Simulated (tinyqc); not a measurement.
Equilibrium crystal shape, supported particles, Gibbs-Thomson effect and coarsening: one step, computed by the program tinyqc. Command: `OMP_NUM_THREADS=1 python tinyqc.py 3031337 3031338 out.jsonl wulff walk`. One thread of a shared host (Intel(R) Xeon(R) Processor @ 2.30GHz), about 0.05 s of CPU time with the checks.

A cubic crystal bounded by {100}, {110} and {111} facets only.

Question. The particle on a substrate. Winterbottom: the particle sits on its largest facet family, {110}, with energy gamma_f; the substrate plane cuts the shape at the distance lambda (gamma_f - W_a) below the centre. Height over that of the free particle at the same lambda = (2 gamma_f - W_a)/(2 gamma_f). An isotropic particle with gamma_mean has cos(theta) = W_a/gamma_mean - 1 (Young-Dupre); a film dewets into particles whenever W_a < 2 gamma.

Inputs (values chosen for the exercise, for a model metal): work of adhesion W_a = 0.38 J/m^2.

gamma (J/m^2): (100) 1.235352, (110) 0.935429, (111) 1.145662

gamma_mean = 0.9391636 J/m^2

Give: relative height; contact angle theta.

Answer.

relative height = 0.7969

contact angle theta = 126.5 degrees

W_a is below gamma_f: more than half of the shape shows.
